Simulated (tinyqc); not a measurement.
Double-gate transistor below threshold, two-dimensional Poisson equation on a small mesh: effect of the gate voltage.

Half of a symmetric double-gate structure: row 0 is the mid-plane of the body, where the normal field vanishes. Mobile charge is neglected (subthreshold), the body is fully depleted, and potentials are counted from the intrinsic level; rows run upward to the gate, columns from source to drain.

Mesh: rows i = 0..12 in the semiconductor (step hs = tb/12, row 12 on the interface), then 8 step(s) ho = tox/8 up to the gate row 20; columns j = 0..80 (step hy = L/80). Box integration, divided by eps0: up_i = eps hy/h of the interval above row i, dn_i = that of the interval below (0 for row 0), lat_i = (sum of eps h/2 over the intervals above and below)/hy, s_i = -q Na w_i hy/eps0 with w_i the semiconductor height of the box (hs/2 for row 0 and the interface row, hs between, 0 in the insulator). Each free node obeys (up + dn + 2 lat) psi = up psi(above) + dn psi(below) + lat [psi(left) + psi(right)] + s. Fixed values: gate row Vg - Vfb; column 0 at Vbi and the last column at Vbi + Vd in the semiconductor, each running linearly to Vg - Vfb across the insulator. The system is solved directly. On row 0 the minimum of psi and its place come from a parabola through the three lowest nodes; barrier = Vbi - minimum, swing = Vt ln 10/(d psi/dVg), DIBL = (d psi/dVd)/(d psi/dVg) there. Lambda = pi/k with k the smallest positive root of tan(k tox) tan(k tb) = eox/eps_r.

Parameters, values chosen for the exercise; semiconductor permittivity close to that of silicon: temperature T = 273 K; relative permittivity of the semiconductor eps_r = 11.6; relative permittivity of the insulator eox = 7.5; half the body thickness tb = 5 nm; insulator thickness tox = 2.8 nm; channel length L = 44 nm; acceptor density of the depleted body Na = 1.1e18 cm^-3; potential of the source Vbi = 0.46 V; gate offset Vfb = 0.08 V; drain voltage Vd = 0.05 V.

Constants: q = 1.602176634e-19 C, kB = 1.380649e-23 J/K, Vt = kB T/q, eps0 = 8.8541878128e-14 F/cm where lengths are in cm. Results are converted to the units shown.

Effect of the gate voltage:
```
Vg (V)	L/Lambda	barrier (V)	place y/L	swing (mV/decade)	DIBL (mV/V)
-0.2	2.461	0.7593	0.4960	56.92	24.58
-0.12	2.461	0.6831	0.4956	56.92	24.49
-0.04	2.461	0.6070	0.4951	56.92	24.39
0.04	2.461	0.5308	0.4944	56.92	24.26
0.12	2.461	0.4547	0.4935	56.92	24.10
0.2	2.461	0.3786	0.4922	56.92	23.86
```

As Vg goes from -0.2 to 0.2 V, the barrier falls from 0.759 to 0.379 V, the swing stays near 56.9 mV a decade and DIBL falls from 24.6 to 23.9 mV/V; the ideal swing is 54.2. The barrier top moves from y/L = 0.496 to 0.492.

tinyqc, about 0.1 s, one thread, Intel Xeon 2.30GHz (shared host): `OMP_NUM_THREADS=1 python tinyqc.py 2480119 2480120 out.jsonl`
